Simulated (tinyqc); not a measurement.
The product rho l across metals: free and nearly free electrons in a metal.

Constants: hbar^2/2m0 = 3.80998211 eV angstrom^2; hbar = 6.58211957e-16 eV s.

Free electrons with m = 1; fcc cells hold 4 atoms and bcc cells 2; n = atoms z/a^3, kF = (3 pi^2 n)^(1/3), rho l = hbar kF/(n e^2), e = 1.602176634e-19 C. Inputs are chosen for the exercise.

Results:

| case | lattice | a (angstrom) | z | rho (micro-ohm cm) | kF (1/angstrom) | EF (eV) | l (nm) | rho l (1e-16 ohm m^2) |
|---|---|---|---|---|---|---|---|---|
| near Au | fcc | 4.086 | 1 | 1.99 | 1.202 | 5.50 | 42.3 | 8.42 |
| near Cu | fcc | 3.580 | 1 | 1.57 | 1.372 | 7.17 | 41.2 | 6.46 |
| near Ca | fcc | 5.542 | 2 | 3.46 | 1.116 | 4.75 | 28.2 | 9.76 |
| near Na | bcc | 4.262 | 1 | 4.87 | 0.915 | 3.19 | 29.9 | 14.54 |
| near K | bcc | 5.298 | 1 | 6.43 | 0.736 | 2.06 | 35.0 | 22.47 |
| near Al | fcc | 4.019 | 3 | 2.39 | 1.762 | 11.83 | 16.4 | 3.92 |

What does the comparison show?

rho l falls as n^(-2/3): it is lowest for the case near Al and highest for near K. The lowest bulk rho belongs to near Cu; in very narrow wires, where rho l rules, the order changes. Real Fermi surfaces depart from spheres, most for the polyvalent and noble metals.

(tinyqc, `OMP_NUM_THREADS=1 python tinyqc.py 1681576 1681577 out.jsonl`, Intel(R) Xeon(R) Processor @ 2.30GHz, 1 thread, shared host, about 0.01 s.)
